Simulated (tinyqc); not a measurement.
Capacitance of parallel on-chip lines from Laplace's equation on a mesh: one step of the calculation.

Cross-section of an endless row of equal lines between two grounded planes; neighbours are driven in antiphase (+1 V and -1 V), so the plane midway between two lines is at 0 V. By symmetry one quarter is solved: x runs from the centre of a line (column 0, mirror) to that midplane (column 4, 0 V), y from the mid-height of the line (row 0, mirror) to the ground plane (row 4, 0 V). The line fills columns 0 to 1 and rows 0 to 1 at 1 V. Cells beside the line (below row 1) have e2, cells above have e1. Each link between nodes has the conductance g = mean permittivity of the two cells beside it (a cell beyond a mirror counts as 0), and the free nodes obey sum g (V_neighbour - V) = 0.

Question. Relaxation sweep. One sweep visits the free nodes row by row from row 0, left to right, and replaces V by V + om (weighted mean of the neighbours - V), using new values at once.

Inputs (values chosen for the exercise): over-relaxation factor om = 1.2.

V at the start (V):

|  | col 0 | col 1 | col 2 | col 3 | col 4 |
|---|---|---|---|---|---|
| row 0 | 1 | 1 | 0 | 0 | 0 |
| row 1 | 1 | 1 | 0 | 0 | 0 |
| row 2 | 0 | 0 | 0 | 0 | 0 |
| row 3 | 0 | 0 | 0 | 0 | 0 |
| row 4 | 0 | 0 | 0 | 0 | 0 |

gx:

|  | col 0 | col 1 | col 2 | col 3 |
|---|---|---|---|---|
| row 0 | 1 | 1 | 1 | 1 |
| row 1 | 2.95 | 2.95 | 2.95 | 2.95 |
| row 2 | 3.9 | 3.9 | 3.9 | 3.9 |
| row 3 | 3.9 | 3.9 | 3.9 | 3.9 |
| row 4 | 1.95 | 1.95 | 1.95 | 1.95 |

gy:

|  | col 0 | col 1 | col 2 | col 3 | col 4 |
|---|---|---|---|---|---|
| row 0 | 1 | 2 | 2 | 2 | 1 |
| row 1 | 1.95 | 3.9 | 3.9 | 3.9 | 1.95 |
| row 2 | 1.95 | 3.9 | 3.9 | 3.9 | 1.95 |
| row 3 | 1.95 | 3.9 | 3.9 | 3.9 | 1.95 |

Wanted: V after sweep 1.

Answer.

V after sweep 1 (V):

|  | col 0 | col 1 | col 2 | col 3 | col 4 |
|---|---|---|---|---|---|
| row 0 | 1.0000 | 1.0000 | 0.3000 | 0.0900 | 0.0000 |
| row 1 | 1.0000 | 1.0000 | 0.3610 | 0.1266 | 0.0000 |
| row 2 | 0.3000 | 0.3900 | 0.2253 | 0.1056 | 0.0000 |
| row 3 | 0.0900 | 0.1440 | 0.1108 | 0.0649 | 0.0000 |
| row 4 | 0.0000 | 0.0000 | 0.0000 | 0.0000 | 0.0000 |

Computed by the program tinyqc: `OMP_NUM_THREADS=1 python tinyqc.py 2790106 2790107 out.jsonl`, one thread of a shared Intel Xeon 2.30GHz, about 0.9 s for the whole run.
